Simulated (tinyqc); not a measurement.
Classical Heisenberg spin chain: exact results, Metropolis, heat-bath and over-relaxation steps, and a Monte Carlo run: one step, computed by the program tinyqc.

E = -J sum_i s_i . s_(i+1) for unit vectors s_i on an open chain; K = J/(k_B T).

Problem. Exact results. Each bond angle is independent, so u = <s_i . s_(i+1)> = coth K - 1/K, <s_i . s_(i+n)> = u^n, correlation length xi = -1/ln|u|, energy per bond -J u, heat capacity per bond c/k_B = 1 - K^2/sinh^2 K, and for the long chain chi = mu^2 (1 + u)/(3 k_B T (1 - u)) per spin.

Inputs (values chosen for the exercise, for a model chain of large moments): coupling J = -25 meV; temperature T = 115 K; moment mu = 5.3 mu_B.

Constants: k_B = 8.617333262e-05 eV/K; mu_B = 5.7883818060e-05 eV/T.

Give: K; u; xi; energy per bond; heat capacity; chi over the Curie value; chi.

Solution.

K = -2.523

u = -0.6166

xi = 2.068 sites

energy per bond = -15.41 meV

heat capacity = 0.8340 k_B/bond

chi over the Curie value = 0.2372

chi = 0.01297 mu_B/T per spin
